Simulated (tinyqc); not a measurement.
Which rule serves at which density: Fermi-Dirac statistics of conduction electrons.

F_j(eta) = (1/Gamma(j + 1)) integral_0^infinity x^j dx/(1 + exp(x - eta)), which tends to exp(eta) for eta << 0.

With u = n/Nc: Boltzmann eta = ln u; Joyce-Dixon eta = ln u + u/sqrt(8) - 4.95009e-3 u^2 + 1.48386e-4 u^3 - 4.42563e-6 u^4; Nilsson eta = ln u/(1 - u^2) + v/(1 + (0.24 + 1.08 v)^-2) with v = (3 sqrt(pi) u/4)^(2/3); fully degenerate limit eta = v; exact: F_1/2(eta) = u.

Inputs chosen for the exercise: u_scale = 1.24 (factor on the ladder of u).

u runs over u_scale times 0.01, 0.03, 0.1, 0.3, 1, 2, 4, 8, 15, 30. Errors are rule minus exact, in kT.

eta and errors:
```
u       eta exact  Boltzmann  Joyce-Dixon  Nilsson  degenerate
0.0124     -4.386     -0.004        0.000    0.001       4.450
0.0372     -3.278     -0.013        0.000    0.000       3.413
0.124      -2.044     -0.044        0.000   -0.004       2.344
0.372      -0.858     -0.131        0.000   -0.005       1.483
1.24        0.646     -0.431        0.000    0.005       0.749
2.48        1.757     -0.848        0.000    0.003       0.458
4.96        3.249     -1.648        0.000   -0.004       0.267
9.92        5.425     -3.131       -0.009   -0.006       0.156
18.6        8.388     -5.465       -0.176   -0.004       0.099
37.2       13.411     -9.795       -4.329   -0.002       0.062
```

Within 0.05 kT: Boltzmann up to u = 0.124, Joyce-Dixon up to u = 9.92 of those listed. Nilsson never errs by more than 0.006 kT. The degenerate limit is still off by +0.062 kT at the last row, since it leaves out the thermal term -pi^2/(12 eta) = -0.061. Boltzmann always falls short, because it lets more than one electron into a state.

Run: tinyqc, `OMP_NUM_THREADS=1 python tinyqc.py 1680847 1680848 out.jsonl`; Intel(R) Xeon(R) Processor @ 2.30GHz, one thread, shared host; about 0.01 s of CPU time with all checks.
